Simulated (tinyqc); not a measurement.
Inside a calculation. Method: Hubbard ring of 5 sites. Computed by tinyqc, a small Python program that keeps every step. Settings: hopping = 1.83, U = 2.7, mixing = 0.2, iteration cap = 78. Command: `OMP_NUM_THREADS=1 python tinyqc.py 30731 30732 out.jsonl` (the two numbers bound the seeds that draw the settings). One thread of a shared host (Intel(R) Xeon(R) Processor @ 2.60GHz), about 0.2 s of CPU time with the checks. Later iterations appear only in the table of the cycle.

## Mean-field iteration 1

one-body matrix (hopping and site energies) (eV):
```
           1          2          3          4          5
1  -0.660000  -1.830000   0.000000   0.000000  -1.830000
2  -1.830000   0.980000  -1.830000   0.000000   0.000000
3   0.000000  -1.830000   0.430000  -1.830000   0.000000
4   0.000000   0.000000  -1.830000  -0.420000  -1.830000
5  -1.830000   0.000000   0.000000  -1.830000   0.620000
```

U = 2.700000 eV

electrons, up and down: 3  2

mixing = 0.200000

n(up) at the start (a guess, not normalised): 1 0.650000, 2 0.550000, 3 0.650000, 4 0.550000, 5 0.650000

n(down) at the start (a guess): 1 0.350000, 2 0.450000, 3 0.350000, 4 0.450000, 5 0.350000

H(up) = T + U n(down), H(down) = T + U n(up); fill the lowest levels; n(new) = n + mixing (n(out) - n); E = tr T (rho up + rho down) + U sum n_up n_down of the output.

levels, up (eV): -2.498915  -0.363274  0.519670  4.057453  4.500066

levels, down (eV): -1.893783  0.226106  1.118063  4.718356  5.016257

energy = -6.953722 eV

n(up) after iteration 1: 1 0.665023, 2 0.534263, 3 0.643407, 4 0.571725, 5 0.625582

n(down) after iteration 1: 1 0.416177, 2 0.403856, 3 0.332227, 4 0.489955, 5 0.317785

## Mean-field iteration 2

As before.

levels, up (eV): -2.468018  -0.263887  0.451558  4.072175  4.450172

levels, down (eV): -1.889875  0.260950  1.083069  4.705226  4.998631

energy = -6.995911 eV

n(up) after iteration 2: 1 0.673207, 2 0.524854, 3 0.638067, 4 0.586284, 5 0.609588

n(down) after iteration 2: 1 0.468018, 2 0.367691, 3 0.319099, 4 0.520491, 5 0.292701

## Convergence

Each step fills the lowest levels of T + U n(other spin) and sets n(new) = n + mixing (n(out) - n); stop when output and input agree to 1e-8.

Course of the cycle:
```
iteration       E (eV)  largest |n(out) - n(in)|  mean |n_up - n_down|
1          -6.95372153                  3.31e-01              0.200000
2          -6.99591149                  2.59e-01              0.200000
3          -7.02170436                  2.05e-01              0.201442
4          -7.03768481                  1.63e-01              0.203141
5          -7.04778972                  1.31e-01              0.206882
6          -7.05434150                  1.06e-01              0.211934
7          -7.05870678                  8.63e-02              0.216313
8          -7.06169513                  7.10e-02              0.220095
9          -7.06379297                  5.89e-02              0.223353
10         -7.06529848                  4.92e-02              0.226156
11         -7.06639908                  4.13e-02              0.228563
...                ...                       ...                   ...
68         -7.06990320                  8.29e-05              0.242108
69         -7.06990320                  7.64e-05              0.242105
70         -7.06990321                  7.05e-05              0.242103
71         -7.06990322                  6.49e-05              0.242100
72         -7.06990322                  5.98e-05              0.242098
73         -7.06990323                  5.51e-05              0.242095
74         -7.06990323                  5.08e-05              0.242093
75         -7.06990323                  4.68e-05              0.242091
76         -7.06990323                  4.31e-05              0.242089
77         -7.06990324                  3.97e-05              0.242088
78         -7.06990324                  3.65e-05              0.242086
```

Not converged within 78 iterations: the residual falls steadily but slowly, by a factor of about 0.92 a step. The lowest mean-field energy found from random starts is -7.06990 eV. Reruns (cap 100 unless said): mixing 0.5: converged in 67 (E = -7.06990); mixing 0.9: converged in 34 (E = -7.06990); the original settings with a cap of 400: converged in 176 (E = -7.06990).

## Exact diagonalisation (100 states)

Lowest levels of the sector, and the double occupancy of the lowest state.

lowest levels (eV): -7.330182  -6.807289  -4.723090  -3.973394  -3.767175  -3.414331

double occupancy per site = 0.200703

## The lowest level by Lanczos steps

From a random start vector (not printed): a_j = <q_j|H|q_j>, b_j = norm of the remainder after orthogonalising; the Ritz value is the lowest eigenvalue of the tridiagonal matrix of a and b so far.

Lanczos:
```
j   a_j (eV)  b_j (eV)  lowest Ritz value (eV)
1   1.642814  6.029567              1.64281351
2   1.877983  6.383843             -4.27031464
3   5.453190  6.442209             -6.22899496
4   6.109765  5.826950             -6.86454798
5   5.372189  5.491471             -7.06565902
6   3.269141  4.844416             -7.14740410
7   3.330718  5.725400             -7.18113768
8   1.169415  5.382521             -7.21692798
9   4.612385  5.130967             -7.26503930
10  3.882145  5.536274             -7.30109691
```
